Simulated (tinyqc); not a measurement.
Heisenberg spin cluster by exact diagonalisation: multiplets, susceptibility, level crossings: one step, computed by the program tinyqc.

H = J1 sum S_i.S_j over the bonds 1-2, 2-3 + J2 sum over 1-3 - g mu_B B S_z; J > 0 is antiferromagnetic.

Task: The block with S_z = 0.5. Basis: products of m values. S_i.S_j = m_i m_j on the diagonal and (1/2) sqrt[s(s+1) - m_i(m_i+1)] sqrt[s(s+1) - m_j(m_j-1)], s the spin of a site, between states that differ by one flip up and one down.

Inputs (values chosen for the exercise, for a model cluster): exchange J1 = 6.18 meV; exchange J2 = 1.8 meV.

Cluster: triangle, two J1 bonds and one J2 bond. Spin s of each site: 0.5.

Give: H at B = 0.

Result:

H at B = 0 (meV):
```
                +0.5 +0.5 -0.5  +0.5 -0.5 +0.5  -0.5 +0.5 +0.5
+0.5 +0.5 -0.5           -0.45            3.09            0.90
+0.5 -0.5 +0.5            3.09           -2.64            3.09
-0.5 +0.5 +0.5            0.90            3.09           -0.45
```
